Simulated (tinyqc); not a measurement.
From results back to parameters: Slater-Koster d bands of a bcc metal.

Problem. In a bcc d band E(t2g) = +/-((8/3) dds + (16/9) ddp + (32/9) ddd) + f2 (4 ddp + 2 ddd) and E(eg) = +/-((16/3) ddp + (8/3) ddd) + f2 (3 dds + 3 ddd), with + at Gamma and - at H = (1,0,0). ddd is given; the four levels come from hidden dds, ddp and f2.

Inputs chosen for the exercise (out of a larger set: of the size met in Mo; not measured data): ddd = -0.106 eV (dd delta).

levels (eV): t2g Gamma -0.68238, eg Gamma 2.05569, t2g H 3.55762, eg H -5.81631

Find: f2; dds, ddp.

Solution. Half differences between Gamma and H give the first-neighbour parts and half sums the second. The eg half difference gives ddp and the t2g one dds. Since 4 ddp + 2 ddd is 3/4 of (16/3) ddp + (8/3) ddd, f2 is 4/3 of the ratio of the t2g half sum to the eg half difference; the eg half sum then serves as a check. Without ddd these four levels would not fix the three integrals.

f2 = 0.487

dds, ddp (eV): -1.181  0.791

Program tinyqc; command `OMP_NUM_THREADS=1 python tinyqc.py 1450784 1450785 out.jsonl`; about 0.05 s on one thread of a shared Intel(R) Xeon(R) Processor @ 2.30GHz.
